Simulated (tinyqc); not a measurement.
Inside a calculation. Model: n-type polysilicon, carrier trapping at grain boundaries.

tinyqc, about 0.01 s, one thread, Intel Xeon 2.30GHz (shared host): `OMP_NUM_THREADS=1 python tinyqc.py 2830231 2830232 out.jsonl` Printed values are rounded.

One-dimensional grains of size Lg, uniform ionised doping N, monovalent traps Qt at each boundary at a depth Et below (for electrons) or above (for holes) the band edge there, abrupt depletion of width W on each side of a boundary, Boltzmann statistics. xi is the distance from the band edge at the grain centre to the Fermi level. Trapped charge Qt/(1 + exp((xi + VB - Et)/Vt)) = 2 N W, barrier VB = q N W^2/(2 eps0 eps_r).

Parameters, values chosen for the exercise; values of the order met in polycrystalline silicon: temperature T = 350 K; relative permittivity eps_r = 11.7; conduction-band density of states at T NB = 3.53e19 cm^-3; grain size Lg = 150 nm; trap density of a grain boundary Qt = 2.6e12 cm^-2; depth of the trap level from the majority band edge at the boundary Et = 0.47 eV; mass for thermionic emission ms = 0.25 m0; correction factor of the emission rate fe = 0.25; doping N = 4e16 cm^-3.

Constants: q = 1.602176634e-19 C, kB = 1.380649e-23 J/K, m0 = 9.1093837015e-31 kg, Vt = kB T/q, eps0 = 8.8541878128e-14 F/cm where lengths are in cm. Results are converted to the units shown.

## Depletion width, Fermi level and barrier

If the trap equation with xi = Vt ln(NB/N) has a root W < Lg/2, the grain is partly depleted; otherwise W = Lg/2 and the trap equation gives xi = Et - VB + Vt ln(Qt/(N Lg) - 1). N* = Qt/Lg.

N* = 1.73333e17 cm^-3
W = 75 nm
xi = 0.332321 V
VB = 0.173992 V
share of traps filled = 0.230769

N is 0.231 N*, and the grain is fully depleted; VB = 5.77 Vt.

## Resistivity and effective mobility

n0 = NB exp(-xi/Vt); mean density n0 (1 - 2 W/Lg) by charge balance in a partly depleted grain, and n0 (sqrt(pi)/2) erf(u)/u with u = sqrt(VB/Vt) in a fully depleted one; v = sqrt(kB T/(2 pi ms m0)); barrier resistivity Vt exp(VB/Vt)/(q fe n0 v Lg); grain resistivity (1 - 2 W/Lg)/(q n0 mug); effective mobility 1/(q mean density total resistivity).

n0 = 5.78846e14 cm^-3
mean density = 2.13436e14 cm^-3
v = 5.81127e6 cm/s
barrier resistivity = 4777.87 ohm cm
grain resistivity = 0.00000 ohm cm
resistivity = 4777.87 ohm cm
effective mobility = 6.12051 cm^2/(V s)

The resistivity is 1500 times that of a single crystal with the same N and mobility mug, and the mean density is 0.534 % of N.
